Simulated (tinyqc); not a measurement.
## Gain factor and gap resistance from two string resistances

Problem. At small bit-line voltage each of the 64 cells has the resistance 1/(K x) at overdrive x (no mobility reduction) in series with a gap resistance Rg. Find K, Rg and the share of the gaps at the higher overdrive.

resistance of a string of 64 equal cells at overdrives of 4.3 and 7.4 V (kohm): [2650.6646, 1593.8727]

Answer. The resistance per cell is a straight line in 1/x with slope 1/K and intercept Rg.

K = 5.900 uA/V^2
Rg = 2.000 kohm
share of the gaps = 8.031 %

tinyqc, about 0.8 s, one thread, Intel Xeon 2.30GHz (shared host): `OMP_NUM_THREADS=1 python tinyqc.py 2142083 2142084 out.jsonl`
